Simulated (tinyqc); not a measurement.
Inside a calculation. Method: Jacobi rotations on a symmetric matrix. Computed by tinyqc, a small Python program that keeps every step. Settings: method = jacobi. Command: `OMP_NUM_THREADS=1 python tinyqc.py 31616 31617 out.jsonl` (the two numbers bound the seeds that draw the settings). One thread of a shared host (Intel(R) Xeon(R) Processor @ 2.60GHz), about 0.01 s of CPU time with the checks.

## Jacobi rotation 1

A:
```
           1          2          3          4          5         6
1   0.466000   0.649000  -0.215000   0.660000  -0.179000  0.149000
2   0.649000   0.697000  -0.170000   0.215000  -0.547000  0.197000
3  -0.215000  -0.170000   1.028000   0.488000  -0.478000  0.431000
4   0.660000   0.215000   0.488000   1.217000  -0.595000  0.166000
5  -0.179000  -0.547000  -0.478000  -0.595000   1.327000  0.294000
6   0.149000   0.197000   0.431000   0.166000   0.294000  1.953000
```

Take the largest off-diagonal element A_pq; tan 2 theta = 2 A_pq / (A_qq - A_pp) with |theta| <= pi/4; A' = J^T A J with J_pp = J_qq = cos, J_pq = sin, J_qp = -sin.

p, q, theta (rad): 1.000000  4.000000  0.526764

A':
```
           1          2          3          4          5         6
1   0.082158   0.452932  -0.431191   0.000000   0.144395  0.045347
2   0.452932   0.697000  -0.170000   0.512132  -0.547000  0.197000
3  -0.431191  -0.170000   1.028000   0.313757  -0.478000  0.431000
4   0.000000   0.512132   0.313757   1.600842  -0.604331  0.218405
5   0.144395  -0.547000  -0.478000  -0.604331   1.327000  0.294000
6   0.045347   0.197000   0.431000   0.218405   0.294000  1.953000
```

## Jacobi rotation 2

As before.

p, q, theta (rad): 4.000000  5.000000  0.673996

A':
```
           1          2          3          4          5          6
1   0.082158   0.452932  -0.431191  -0.090119   0.112821   0.045347
2   0.452932   0.697000  -0.170000   0.741536  -0.107762   0.197000
3  -0.431191  -0.170000   1.028000   0.543475  -0.177658   0.431000
4  -0.090119   0.741536   0.543475   2.083569   0.000000  -0.012842
5   0.112821  -0.107762  -0.177658   0.000000   0.844273   0.366022
6   0.045347   0.197000   0.431000  -0.012842   0.366022   1.953000
```

## All rotations

The off-diagonal norm falls at every rotation.

Rotations:
```
step    p    q      theta  off-diagonal norm
1       1    4   0.526764           2.03e+00
2       4    5   0.673996           1.84e+00
3       2    4   0.409507           1.51e+00
4       1    2   0.628485           1.37e+00
5       2    3  -0.642986           1.12e+00
6       2    6   0.223939           9.68e-01
7       5    6   0.251963           8.48e-01
8       3    4   0.286563           7.25e-01
9       2    4   0.109253           6.29e-01
10      2    5  -0.267325           5.78e-01
11      1    5   0.162803           5.21e-01
...   ...  ...        ...                ...
40      2    5  -0.000068           1.63e-05
41      1    5   0.000010           4.67e-06
42      4    6  -4.57e-06           3.45e-06
43      2    3  -1.35e-06           2.43e-06
44      3    6   2.15e-06           1.02e-06
45      3    5  -9.20e-07           6.82e-07
46      1    6  -2.01e-07           4.18e-08
47      1    3  -1.55e-08           2.02e-08
48      1    2  -2.79e-08           1.33e-08
49      2    4  -3.57e-09           4.38e-09
50      2    6  -1.51e-09           8.06e-10
```

eigenvalues: -0.285578  0.098633  0.792488  1.380515  2.107721  2.594221
